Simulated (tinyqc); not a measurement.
Worked calculation: classical nucleation, growth and JMAK kinetics of crystallisation from a melt or glass. Computed by tinyqc, a small Python program that keeps every step. Command: `OMP_NUM_THREADS=1 python tinyqc.py 3011543 3011544 out.jsonl nucl walk`. One thread of a shared host (Intel(R) Xeon(R) Processor @ 2.30GHz), about 0.01 s of CPU time with the checks. Intermediate numbers are printed to about 5 digits and carried at full precision; extremes and crossings named in words are read from the listed rows.

A spherical nucleus cap on a flat wall with a sharp interface of isotropic energy gamma; lambda = Omega^(1/3) is the jump distance.

Inputs (values chosen for the exercise, for a model substance):
```
quantity                        value        unit
melting point T_m                1250           K
heat of melting per volume H     3760      J/cm^3
interface energy gamma          0.255       J/m^2
atomic volume Omega              14.7  angstrom^3
temperature T                     986           K
diffusion prefactor D0          1e-05       m^2/s
activation energy Q             0.962          eV
contact angle theta                90     degrees
wall area per volume S_v        59000         1/m
time t                        2.4e-05           s
```

Nucleation: on a flat wall. Driving force: Turnbull (linear).

Constants: e = 1.602176634e-19 C; k_B = 1.380649e-23 J/K; k_B = 8.617333262e-05 eV/K.

## Critical nucleus

Driving force per volume: dG = H (T_m - T)/T_m. Shape factor f = (2 + cos theta)(1 - cos theta)^2/4. W(r) = f [4 pi r^2 gamma - (4/3) pi r^3 dG]; r* = 2 gamma/dG; W* = f 16 pi gamma^3/(3 dG^2); n* = f (4/3) pi r*^3/Omega.

driving force dG = 794.112 J/cm^3

shape factor f = 0.5

critical radius r* = 0.64223 nm

barrier W* = 1.3749 eV

atoms in the nucleus n* = 37.740

W*/(k_B T) = 16.181

The wall leaves r* unchanged and cuts the barrier to 50.0 % of the homogeneous value. W* equals n* Omega dG/2 = 1.375 eV.

## Steady nucleation rate

D = D0 exp(-Q/(k_B T)); attachment rate k+ = (A*/lambda^2) D/lambda^2 with A* = 2 pi r*^2 (1 - cos theta); Zeldovich factor Z = sqrt(W*/(3 pi k_B T))/n*; sites per volume N = S_v/lambda^2; I = N Z k+ exp(-W*/(k_B T)); lag time = 1/(4 pi Z^2 k+).

diffusivity D = 1.2103e-10 m^2/s

attachment rate k+ = 8.7102e+10 1/s

Zeldovich factor Z = 0.034719

sites N = 9.8320e+23 1/m^3

nucleation rate I = 2.7909e+26 1/(m^3 s)

lag time = 7.5793e-10 s

A rise of gamma by 5 % would change I by a factor of about exp(-W*/(k_B T) (1.05^3 - 1)) = 0.078.

## Growth velocity

Growth (Wilson-Frenkel): u = (D/lambda) [1 - exp(-dG Omega/(k_B T))]. D = D0 exp(-Q/(k_B T)).

growth velocity u = 0.28448 m/s

## Fraction transformed and grain size

JMAK with steady nucleation and growth, nuclei spread at random: extended fraction X_e = (pi/3) I u^3 t^4, X = 1 - exp(-X_e); t_X = [-3 ln(1 - X)/(pi I u^3)]^(1/4); final grains per volume = Gamma(5/4) (3/pi)^(1/4) (I/u)^(3/4), Gamma(5/4) = 0.9064024771. Grain size = (grains per volume)^(-1/3).

extended fraction = 2.2324e+06

fraction X at t = 1

half time t_0.5 = 5.6653e-07 s

grains per volume = 1.5707e+20 1/m^3

grain size = 0.18534 micrometre

t is 42 half times: the change is complete. Caution: grains come out smaller than the spacing of the walls, so nuclei are not spread at random as JMAK assumes.

## Nose of the time-temperature curve

JMAK with steady nucleation and growth, nuclei spread at random: extended fraction X_e = (pi/3) I u^3 t^4, X = 1 - exp(-X_e); t_X = [-3 ln(1 - X)/(pi I u^3)]^(1/4); final grains per volume = Gamma(5/4) (3/pi)^(1/4) (I/u)^(3/4), Gamma(5/4) = 0.9064024771. The nose is the T between 0.3 and 0.97 T_m where I u^3 is largest; the time is for X = 1e-6, and the critical cooling rate is estimated as (T_m - T_nose)/t_nose.

nose temperature = 903.92 K

nose time = 1.0627e-08 s

critical cooling rate = 3.2566e+10 K/s

The nose lies at 0.72 T_m. A glass needs rates of nanosecond pulses on thin films. Caution: at the nose the nucleus has under 20 atoms or the barrier is under 10 k_B T, so the result is only a guide. Caution: at the nose the lag time is not small against the nose time, so steady nucleation overstates the critical cooling rate.

## Nucleation and growth against temperature

Grain size = (grains per volume)^(-1/3). Rows are kept where W*/(k_B T) < 70.

Rates:
```
T (K)  W*/(k_B T)  I (1/(m^3 s))     u (m/s)   t_0.5 (s)  grain size (micrometre)
625         4.555     5.6758e+28  6.8493e-04  1.3803e-05               1.0872e-02
688         5.117     1.5819e+29  3.3965e-03  3.2146e-06               1.2556e-02
750         5.931     2.5690e+29  1.2356e-02  1.0810e-06               1.5361e-02
812         7.138     2.2993e+29  3.5904e-02  4.9939e-07               2.0620e-02
875         9.037     8.9255e+28  8.7715e-02  3.2377e-07               3.2659e-02
938        12.178     8.7793e+27  1.8141e-01  3.3523e-07               6.9935e-02
1000       17.792     6.4882e+25  3.1897e-01  7.4877e-07               2.7466e-01
1062       29.625     8.7694e+20  4.8074e-01  9.0788e-06               5.0191e+00
1112       52.509     1.5839e+11  5.8449e-01  2.1389e-03               1.4377e+03
```

Among these rows I peaks at 750 K, u at 1112 K and the change is fastest at 875 K, between the two. Growth has no barrier W*, so it peaks nearer T_m than nucleation. The grain size goes as (u/I)^(1/4), from 0.011 micrometre at the lowest T to 1400 at the highest. Caution: in the coldest rows the nucleus has under 20 atoms or the barrier is under 10 k_B T, where the capillary model and steady rates are only a guide.

Checks made by the program: r* and W* against a numerical maximum of W(r) (relative difference below 1e-10).
